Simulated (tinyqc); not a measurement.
# Ground and coupling capacitance from two measurements

Inverse problem. A line has Cg to the planes and Cc to each of two neighbours. Find Cg, Cc, the load when both neighbours switch in antiphase, and the pulse on the line when it floats and both neighbours swing by Vx.

Parameters, values chosen for the exercise:
- Vx = 0.8 V (swing)

capacitance with neighbours driven alike and with neighbours grounded (aF/um): [35, 145]

Answer. Driven alike, Cc carries no charge, which leaves Cg; grounded neighbours give Cg + 2 Cc, antiphase Cg + 4 Cc; a floating line divides the swing as 2 Cc/(Cg + 2 Cc).

Cg = 35.00 aF/um
Cc = 55.00 aF/um
load in antiphase = 255.0 aF/um
pulse = 0.6069 V

Numbers from tinyqc (`OMP_NUM_THREADS=1 python tinyqc.py 2790211 2790212 out.jsonl`; about 1 s on one thread of a shared Intel Xeon 2.30GHz).
